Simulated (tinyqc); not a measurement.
# From total reverse current back to temperature T

Model: trap-assisted generation and recombination current of an abrupt junction. Computed by tinyqc, a small Python program. Command: `OMP_NUM_THREADS=1 python tinyqc.py 3021491 3021492 out.jsonl junctionleak inv`. One thread of a shared host (Intel(R) Xeon(R) Processor @ 2.30GHz), about 0.04 s of CPU time with the checks.

Depletion approximation, flat quasi-Fermi levels across the depleted layer, long neutral regions with minority lifetimes tau_n and tau_p, full ionisation and Boltzmann statistics. Voltages in exponents stand for e V.

Inputs (values chosen for the exercise, with bands and screening modelled on GaP):

| quantity | value | unit |
|---|---|---|
| gap E_g | 2.3 | eV |
| electron mass m_e | 0.497 | m_0 |
| valleys M_c | 3 | - |
| hole mass m_h | 0.801 | m_0 |
| dielectric constant eps | 10.9 | - |
| acceptor density N_A | 6.2e+17 | cm^-3 |
| donor density N_D | 4.4e+17 | cm^-3 |
| capture time tau_n | 2.1e-05 | s |
| capture time tau_p | 3.4e-08 | s |
| trap level E_t - E_i | 0 | eV |
| electron diffusion coefficient D_n | 8 | cm^2/s |
| hole diffusion coefficient D_p | 1 | cm^2/s |
| reverse bias V_r | 4.3 | V |

Field enhancement: none.

Constants: k_B = 8.617333262e-05 eV/K; m_0 = 9.1093837015e-31 kg; k_B = 1.380649e-23 J/K; h = 6.62607015e-34 J s; e = 1.602176634e-19 C; eps_0 = 8.8541878128e-12 F/m.

Method:
- N_c = 2 M_c (2 pi m_e k_B T/h^2)^(3/2) and N_v = 2 (2 pi m_h k_B T/h^2)^(3/2), masses in units of m_0.
- n_i = sqrt(N_c N_v) exp(-E_g/2 k_B T); V_bi = (k_B T/e) ln(N_A N_D/n_i^2); diffusion saturation current J_d0 = e n_i^2 [sqrt(D_n/tau_n)/N_A + sqrt(D_p/tau_p)/N_D].
- W = sqrt(2 eps eps_0 (V_bi - V)(1/N_A + 1/N_D)/e), x_p = W N_D/(N_A + N_D), x_n = W - x_p, peak field F_m = 2 (V_bi - V)/W; reverse bias means V = -V_r.
- Potential from the p edge: phi = (V_bi - V) x^2/(x_p W) on the p side and (V_bi - V)[1 - (W - x)^2/(x_n W)] on the n side; p = N_A exp(-phi/k_B T), n = n_i^2 exp(V/k_B T)/p; U = (n p - n_i^2)/[tau_p (n + n_i exp(dE/k_B T)) + tau_n (p + n_i exp(-dE/k_B T))], dE = E_t - E_i, n1 = n_i exp(dE/k_B T), p1 = n_i exp(-dE/k_B T); J_t = e int U dx by the trapezoid rule on 400 intervals on each side.
- Generation lifetime tau_g = tau_p exp(dE/k_B T) + tau_n exp(-dE/k_B T); textbook estimate e n_i W/tau_g; generation current J_g = -J_t; total = J_g + J_d0 (1 - exp(-V_r/k_B T)).

Question. A run gave the result below. Find the temperature T, known to lie between 280 and 460 K.

total reverse current = 2.687671e-18 A/cm^2

Answer.

Each step takes the trial c = (a f_b - b f_a)/(f_b - f_a), f being the result less the target and a, b, c the logarithms of the listed values; c replaces end b, the old b replaces a if the sign of f changed, and otherwise f_a is halved.

Scan of the range:

| temperature T (K) | total reverse current (A/cm^2) |
|---|---|
| 280 | 2.33912e-21 |
| 304 | 1.14857e-19 |
| 330 | 4.16343e-18 |
| 359 | 1.25117e-16 |
| 390 | 2.74910e-15 |
| 423 | 4.53479e-14 |
| 460 | 6.59375e-13 |

False position (Illinois rule, in the logarithm of the input) inside the bracket:

| step | end a | end b | trial | total reverse current (A/cm^2) |
|---|---|---|---|---|
| 1 | 304.000 | 330.000 | 320.275 | 1.16211e-18 |
| 2 | 330.000 | 320.275 | 325.182 | 2.23323e-18 |
| 3 | 330.000 | 325.182 | 327.010 | 2.83458e-18 |
| 4 | 325.182 | 327.010 | 326.562 | 2.67449e-18 |
| 5 | 327.010 | 326.562 | 326.599 | 2.68733e-18 |
| 6 | 327.010 | 326.599 | 326.601 | 2.68799e-18 |
| 7 | 326.599 | 326.601 | 326.600 | 2.68767e-18 |
| 8 | 326.601 | 326.600 | 326.600 | 2.68767e-18 |

Total reverse current rises at every point of a 13-point scan of the range (every second point is shown), so one value fits; it is bracketed by 304 and 330. Answer: temperature T = 326.6 K.

Caution: so small a current is far below what can be measured; surface leakage and other defects rule in real diodes.
